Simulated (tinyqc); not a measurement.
# Long-channel MOSFET, surface-potential model: effects of single changes

n-channel transistor on a uniformly doped p-type body, gradual-channel approximation, constant mobility, Boltzmann statistics, full ionisation. Potentials are counted from the neutral body; V is the electron quasi-Fermi potential, Vsb at the source and Vsb + Vds at the drain. Charges are magnitudes per area.

Parameters, values chosen for the exercise; material values those of a made-up semiconductor:
- T = 250 K (temperature)
- Eg = 1.37 eV (band gap)
- eps_r = 15.1 (relative permittivity of the semiconductor)
- Nc = 2.24e19 cm^-3 (conduction-band density of states at T)
- Nv = 1.8e19 cm^-3 (valence-band density of states at T)
- Na = 7.1e16 cm^-3 (acceptor density of the body)
- eox = 23 (relative permittivity of the gate insulator)
- tox = 28 nm (insulator thickness)
- Vfb = -0.46 V (flat-band voltage)
- mu = 130 cm^2/(V s) (channel mobility)
- W = 5 um (gate width)
- L = 0.5 um (gate length)
- Vsb = 1 V (source-body reverse bias)
- Vgs = 1.31 V (gate-source voltage)
- Vds = 1.2 V (drain-source voltage)

Constants: q = 1.602176634e-19 C, kB = 1.380649e-23 J/K, Vt = kB T/q, eps0 = 8.8541878128e-14 F/cm where lengths are in cm. Results are converted to the units shown.

Each table varies one quantity; the others keep the values above.

## Transfer curve from weak to strong inversion

ni = sqrt(Nc Nv) exp(-Eg/(2 Vt)), Eg in volts; phiF = Vt ln(Na/ni); Cox = eps0 eox/tox; gamma = sqrt(2 q eps0 eps_r Na)/Cox. The surface potential psi at channel potential V solves Vgs + Vsb - Vfb - psi = gamma sqrt(G), G = psi - Vt + Vt exp((psi - 2 phiF - V)/Vt). Charge sheet: Qi = Cox gamma [sqrt(G) - sqrt(psi - Vt)]; I = mu (W/L) [integral of Qi dpsi from psi_0 to psi_L (drift) + Vt (Qi0 - QiL) (diffusion)], with psi_0 at V = Vsb and psi_L at V = Vsb + Vds. Pao-Sah: Qi(V) = (Cox gamma/2) integral from 3 Vt to psi of exp((u - 2 phiF - V)/Vt)/sqrt(G(u, V)) du, and I = mu (W/L) integral of Qi dV from Vsb to Vsb + Vds. Square law: VT = Vfb + 2 phiF + gamma sqrt(2 phiF + Vsb), m = 1 + gamma/(2 sqrt(2 phiF + Vsb)), I = mu Cox (W/L) [(Vgs - VT) v - m v^2/2] with v the smaller of Vds and (Vgs - VT)/m, and zero below VT. gm = dI/dVgs of the charge-sheet current.

Transfer curve from weak to strong inversion:

| Vgs (V) | I, charge sheet (uA) | I, Pao-Sah (uA) | drift share (%) | gm/I (1/V) | I, square law (uA) |
|---|---|---|---|---|---|
| 0.82 | 9.104e-6 | 9.156e-6 | 9.548e-4 | 42.49 | 0 |
| 0.91 | 4.181e-4 | 4.204e-4 | 0.04389 | 42.55 | 0 |
| 0.99 | 0.01247 | 0.01254 | 1.278 | 42.06 | 0 |
| 1.08 | 0.4019 | 0.4066 | 24.28 | 31.99 | 1.762 |
| 1.17 | 3.397 | 3.466 | 59.31 | 17.08 | 10.29 |
| 1.26 | 11.29 | 11.55 | 74.92 | 10.53 | 25.90 |
| 1.34 | 23.15 | 23.69 | 81.71 | 7.690 | 45.72 |
| 1.43 | 42.28 | 43.24 | 86.11 | 5.852 | 74.69 |
| 1.52 | 67.74 | 69.24 | 88.86 | 4.705 | 110.7 |

What does the comparison show?

The charge-sheet current rises from 9.10e-6 to 67.7 uA. In the first row gm/I is 42.5 1/V, a swing of 54.2 mV a decade, against Vt ln 10 = 49.6 mV a decade for an ideal gate; in the last it is 4.70 1/V. Drift passes half of the current at Vgs = 1.17 V among the rows listed (VT = 1.02 V). The charge sheet departs most from Pao-Sah at Vgs = 1.34 V, where it is 2.3 % below it. In the last row the square law is 60 % above Pao-Sah. For Vgs = 1.26 to 1.52 V the surface electron density at the source passes 0.3 Nc, where degeneracy and quantisation, left out here, matter.

## Output curve

Same model as above.

In this table Vgs = 1.32 V.

Output curve:

| Vds (V) | psi_L (V) | QiL (nC/cm^2) | I, charge sheet (uA) | I, Pao-Sah (uA) | I, square law (uA) |
|---|---|---|---|---|---|
| 0.05 | 2.276 | 104.6 | 7.741 | 7.928 | 13.07 |
| 0.1 | 2.317 | 72.38 | 13.37 | 13.70 | 23.58 |
| 0.15 | 2.355 | 42.77 | 17.03 | 17.44 | 31.53 |
| 0.2 | 2.386 | 18.41 | 18.94 | 19.39 | 36.93 |
| 0.25 | 2.404 | 4.270 | 19.61 | 20.07 | 39.77 |
| 0.3 | 2.409 | 0.5265 | 19.73 | 20.19 | 40.24 |
| 0.35 | 2.409 | 0.05320 | 19.74 | 20.20 | 40.24 |
| 0.4 | 2.409 | 0.005239 | 19.74 | 20.20 | 40.24 |
| 0.45 | 2.409 | 5.145e-4 | 19.74 | 20.20 | 40.24 |

What does the table show?

The Pao-Sah current rises from 7.93 to 20.2 uA, while the charge at the drain end falls from 105 to 5.15e-4 nC/cm^2. The current first comes within 1 % of its last value at Vds = 0.25 V among the rows listed; the square law saturates at (Vgs - VT)/m = 0.280 V. Over the last two rows psi_L moves by less than 1 mV: the drain has lost hold of the surface potential, so the current no longer grows. In the last row the charge sheet is 2.3 % below Pao-Sah and the square law 99 % above it. In every row the surface electron density at the source passes 0.3 Nc, where degeneracy and quantisation, left out here, matter.

## Effect of the insulator thickness

VT = Vfb + 2 phiF + gamma sqrt(2 phiF + Vsb), m = 1 + gamma/(2 sqrt(2 phiF + Vsb)). The swing is 20 mV/log10[I(VT - 0.14 V)/I(VT - 0.16 V)] of the charge-sheet current at the given Vds.

Result of one run:

| tox (nm) | gamma (V^0.5) | VT (V) | m | swing (mV/decade) | I at Vgs, Vds (uA) |
|---|---|---|---|---|---|
| 13 | 0.1113 | 0.8291 | 1.038 | 51.86 | 122.5 |

What becomes of these results when the insulator thickness tox is changed from 13 to 9.3 nm, all else the same?

Result of the changed run:

| tox (nm) | gamma (V^0.5) | VT (V) | m | swing (mV/decade) | I at Vgs, Vds (uA) |
|---|---|---|---|---|---|
| 9.3 | 0.07965 | 0.7829 | 1.027 | 51.30 | 206.5 |

The whole series:

| tox (nm) | gamma (V^0.5) | VT (V) | m | swing (mV/decade) | I at Vgs, Vds (uA) |
|---|---|---|---|---|---|
| 9.3 | 0.07965 | 0.7829 | 1.027 | 51.30 | 206.5 |
| 13 | 0.1113 | 0.8291 | 1.038 | 51.86 | 122.5 |
| 17 | 0.1456 | 0.8791 | 1.050 | 52.47 | 73.63 |
| 23 | 0.1970 | 0.9540 | 1.068 | 53.38 | 35.00 |
| 31 | 0.2655 | 1.054 | 1.091 | 54.60 | 11.77 |
| 42 | 0.3597 | 1.191 | 1.123 | 56.27 | 1.353 |
| 56 | 0.4796 | 1.366 | 1.164 | 58.39 | 0.004468 |

As tox goes from 9.3 to 56 nm, VT rises from 0.783 to 1.37 V, the swing rises from 51.3 to 58.4 mV a decade and the current falls from 206 to 0.00447 uA. The swing is 0.67 % above m Vt ln 10 in the first row and 1.1 % above it in the last. The gate voltage is below VT in 1 of the 7 rows. For tox = 9.3 to 23 nm the surface electron density at the source passes 0.3 Nc, where degeneracy and quantisation, left out here, matter.

Program tinyqc, `OMP_NUM_THREADS=1 python tinyqc.py 2360072 2360073 out.jsonl`; Intel Xeon 2.30GHz, shared host, one thread, about 0.04 s.
